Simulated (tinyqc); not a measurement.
Changing the trap density Q_t: grain-boundary trapping model (Seto) of a polycrystalline semiconductor film. Computed by tinyqc, a small Python program. Command: `OMP_NUM_THREADS=1 python tinyqc.py 3009875 3009876 out.jsonl poly sweep`. One thread of a shared host (Intel(R) Xeon(R) Processor @ 2.30GHz), about 0.01 s of CPU time with the checks.

Grains of equal size L are joined by thin boundaries with one trap level. Trapped carriers deplete a width W on each side and raise a barrier, crossed by thermionic emission. Dopants are fully ionised, statistics are non-degenerate and mu_g does not depend on T.

Inputs (values chosen for the exercise, modelled on polycrystalline silicon):

| quantity | value | unit |
|---|---|---|
| permittivity eps | 11.7 | - |
| effective mass m | 0.38 | m_0 |
| effective density of states at 300 K, N_c | 2e+19 | 1/cm^3 |
| grain size L | 47 | nm |
| trap level E_t below the band edge | 0.53 | eV |
| doping N | 6.9e+18 | 1/cm^3 |
| mobility inside the grains mu_g | 94 | cm^2/(V s) |
| temperature T | 350 | K |

Grain interior: resistance included.

Constants: k_B = 8.617333262e-05 eV/K; e = 1.602176634e-19 C; eps_0 = 8.8541878128e-12 F/m; m_0 = 9.1093837015e-31 kg; k_B = 1.380649e-23 J/K.

Method:
- N_c(T) = N_c (T/300 K)^(3/2). Filled traps Q = Q_t/(1 + (1/2) exp((E_t* - E_F)/k_B T)), where E_t* = e V_B - E_t and E_F are counted from the band edge at the grain centre. Partial depletion: Q = 2 N W, V_B = e N W^2/(2 eps eps_0), E_F = k_B T ln(N/N_c); solve for W. If that W would exceed L/2 the grain is fully depleted: W = L/2, Q = N L, and E_F follows from the trap equation. Centre density n_0 = N_c exp(E_F/k_B T).
- Boundary: sigma_b = L e^2 n_0 exp(-e V_B/k_B T)/sqrt(2 pi m k_B T); drift through the grain, depleted parts included: rho_g = [(1 - 2W/L) + (2W/L) int_0^1 exp(y^2 s^2) ds]/(e n_0 mu_g); rho = 1/sigma_b + rho_g. Mean carrier density n_av = n_0 [(1 - 2W/L) + (2W/L) (sqrt(pi)/2) erf(y)/y], y = sqrt(e V_B/k_B T); effective mobility 1/(e n_av rho).
- E_a = d ln(rho)/d(1/k_B T) from T - 5 K and T + 5 K; temperature coefficient d ln(rho)/dT.

One run for each value:

| trap density Q_t (1/cm^2) | resistivity rho (ohm cm) | barrier V_B (V) | effective mobility (cm^2/(V s)) | activation energy E_a (eV) |
|---|---|---|---|---|
| 1.90e+11 | 0.01086 | 1.0114e-04 | 83.304 | -0.00170 |
| 3.00e+11 | 0.01087 | 2.5216e-04 | 83.256 | -0.00169 |
| 4.70e+11 | 0.01088 | 6.1892e-04 | 83.141 | -0.00167 |
| 7.50e+11 | 0.01092 | 1.5760e-03 | 82.834 | -0.00159 |
| 1.20e+12 | 0.01105 | 4.0346e-03 | 82.011 | -0.00136 |
| 1.90e+12 | 0.01142 | 1.0114e-02 | 79.716 | -0.00054 |
| 3.00e+12 | 0.01279 | 2.5216e-02 | 72.202 | 0.00324 |
| 4.70e+12 | 0.02120 | 6.1892e-02 | 45.338 | 0.02648 |
| 7.50e+12 | 0.28181 | 1.5760e-01 | 3.740 | 0.13554 |

What does the table show, and why?

Over the rows, resistivity rho (ohm cm) rises from 0.0109 to 0.282 (exponent d ln y / d ln x 0.0013 between the first rows and 5.5 between the last); barrier V_B (V) rises from 1.01e-4 to 0.158 (exponent d ln y / d ln x about 2.0 throughout); effective mobility (cm^2/(V s)) falls from 83.3 to 3.74 (exponent d ln y / d ln x -0.0012 between the first rows and -5.3 between the last). The exponent of barrier V_B stays at 2: V_B = e Q_t^2/(8 eps eps_0 N). Lowering Q_t, as passivation does, from the last row to the first cuts rho by 1.4 decades.

Caution (all rows): E_F is within 2 k_B T of the band edge, so non-degenerate statistics fail, and tunnelling through so thin a barrier adds to the current. Caution (rows 1.90e11, 3.00e11, 4.70e11, 7.50e11, 1.20e12, 1.90e12, 3.00e12): e V_B is below 2 k_B T, where the depletion approximation fails and the mean density does not balance the trapped charge.
